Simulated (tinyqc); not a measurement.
Worked calculation: thermal and gravitational stress in a wafer during furnace and rapid thermal processing, and the onset of slip. Computed by tinyqc, a small Python program that keeps every step. Command: `OMP_NUM_THREADS=1 python tinyqc.py 3016530 3016531 out.jsonl slip walk`. One thread of a shared host (Intel(R) Xeon(R) Processor @ 2.30GHz), about 0.01 s of CPU time with the checks. Intermediate numbers are printed to about 5 digits and carried at full precision; extremes and crossings named in words are read from the listed rows.

A thin free disc in plane stress, isotropic; T(r) = T_centre + dT (r/R)^n with n = 2. Stress is positive in tension; sigma_SB = 5.670374419e-8 W/(m^2 K^4), g = 9.80665 m/s^2.

Inputs (values chosen for the exercise, for a model wafer):
```
quantity,value,unit
wafer radius R,75,mm
thickness t,675,micrometre
Young's modulus E,140,GPa
Poisson ratio nu,0.28,-
expansion alpha,4.24,1e-6/K
edge less centre temperature dT,-12,K
temperature T,1400,K
prefactor A of the critical stress,0.00018,MPa
energy U of the critical stress,1.08,eV
density rho,2330,kg/m^3
heat capacity c,958,J/(kg K)
conductivity k,25.8,W/(m K)
wafer spacing s,12,mm
ramp rate,9,K/min
radius of the support ring over R,0.87,-
```

Temperature profile: parabolic.

Constants: k_B = 8.617333262e-05 eV/K.

## Thermal stress

With x = r/R: s_rr = alpha E dT (1 - x^n)/(n + 2), s_tt = alpha E dT [1 - (n + 1) x^n]/(n + 2).

Temperature and stresses at r/R = 0, 0.3, 0.5, 0.7, 0.8, 0.9, 0.95, 1:
```
r/R,T - T_centre (K),s_rr (MPa),s_tt (MPa)
0.00,0.00,-1.780800,-1.780800
0.30,-1.08,-1.620528,-1.299984
0.50,-3.00,-1.335600,-0.445200
0.70,-5.88,-0.908208,0.836976
0.80,-7.68,-0.641088,1.638336
0.90,-9.72,-0.338352,2.546544
0.95,-10.83,-0.173628,3.040716
1.00,-12.00,0.000000,3.561600
```

hoop stress at the edge = 3.5616 MPa

r/R where s_tt = 0 = 0.57735

The cold edge is stretched; the edge stress is n times that at the centre in size.

## Resolved stress round the edge

At the edge the stress is uniaxial along the tangent d = (cos phi, sin phi, 0) of a (001) wafer; the Schmid factor is the largest |(d.n)(d.b)| over the twelve {111}<110> systems.

Schmid factor and resolved stress at phi = 0, 7.5, 15, 22.5, 30, 37.5 and 45 degrees from [100]:
```
phi from [100] (degrees),Schmid factor,resolved stress (MPa)
0.0,0.40825,1.4540
7.5,0.45412,1.6174
15.0,0.48296,1.7201
22.5,0.49280,1.7552
30.0,0.48296,1.7201
37.5,0.45412,1.6174
45.0,0.40825,1.4540
```

The factor is 1/sqrt(6) = 0.408 along <100> and <110> and peaks at 0.4928 at 22.5 degrees, so slip, if any, starts at eight places between these directions.

## Slip criterion

Critical resolved stress tau_c = A exp(U/(k_B T)), a form chosen for the exercise; slip when 0.492799 |s_tt(R)| > tau_c; allowed |dT| = tau_c (n + 2)/(0.492799 n alpha E).

critical stress tau_c = 1.3903 MPa

resolved over critical stress = 1.2624

allowed |dT| = 9.5053 K

Slip is expected.

## Ramp rate in a batch furnace

In a stack heated from the rim, heat flows inward by conduction and by radiation between wafers: k_eff = k + (16/3) sigma_SB T^3 s^2/t (a diffusion estimate with the spacing as path length). A steady ramp gives the parabolic lag dT = rho c (ramp) R^2/(4 k_eff); the allowed ramp uses n = 2.

k_eff = 202.83 W/(m K)

lag of the centre = 2.3213 K

allowed ramp rate = 36.853 K/min

Radiation carries 87 % of the inward flow. The ramp is 0.24 of the allowed one.

## Gravity

Own weight q = rho g t on a ring of radius b R, x = r/R: moments of an edge-supported plate, M_r = q R^2 (3 + nu)(1 - x^2)/16 and M_t = q R^2 [(3 + nu) - (1 + 3 nu) x^2]/16, less the uniform moment inside the ring load, q R^2 [(1 - nu)(1 - b^2) - 2 (1 + nu) ln b]/8; stress at the lower face = 6 M/t^2.

stress at the centre = 0.15830 MPa

radial stress at the ring = -0.018973 MPa

hoop stress at the ring = 0.058853 MPa

The largest of these is 0.057 tau_c when halved for shear. Point supports give far higher local stress than a ring.

## Position of the support ring

The formulas are those given above.

Stress at the lower face (MPa):
```
b,centre,radial at ring,hoop at ring,largest in size
0.40,-0.18715,-0.22463,-0.20817,0.22463
0.50,-0.09632,-0.15487,-0.12916,0.15487
0.60,-0.01835,-0.10267,-0.06565,0.10267
0.65,0.01734,-0.08162,-0.03817,0.08162
0.70,0.05137,-0.06339,-0.01301,0.06339
0.75,0.08405,-0.04769,0.01014,0.08405
0.80,0.11561,-0.03428,0.03153,0.11561
0.90,0.17615,-0.01356,0.06973,0.17615
1.00,0.23421,0.00000,0.10282,0.23421
```

Among these rows the largest stress is least, 0.063 MPa, for a ring at 0.7 R, 3.7 times below edge support: the overhang balances the sag of the centre. All values scale as R^2/t.

## Limits against temperature

The formulas are those given above.

For the parabolic profile:
```
T (K),tau_c (MPa),allowed |dT| (K),k_eff (W/(m K)),allowed ramp (K/min)
1050,27.482,187.89,100.49,360.90
1125,12.401,84.79,117.66,190.69
1200,6.181,42.26,137.28,110.90
1275,3.344,22.86,159.52,69.71
1350,1.937,13.24,184.53,46.71
1425,1.188,8.12,212.49,33.00
1500,0.765,5.23,243.54,24.36
```

From 1050 to 1500 K the allowed difference falls 36 times and the allowed ramp 15 times; radiation, which grows as T^3, gives back a factor 2.42. Ramps must slow as the wafer gets hotter.

Checks made by the program: force balance: the hoop stress integrates to zero (added to the edge stress) (relative difference below 1e-10).
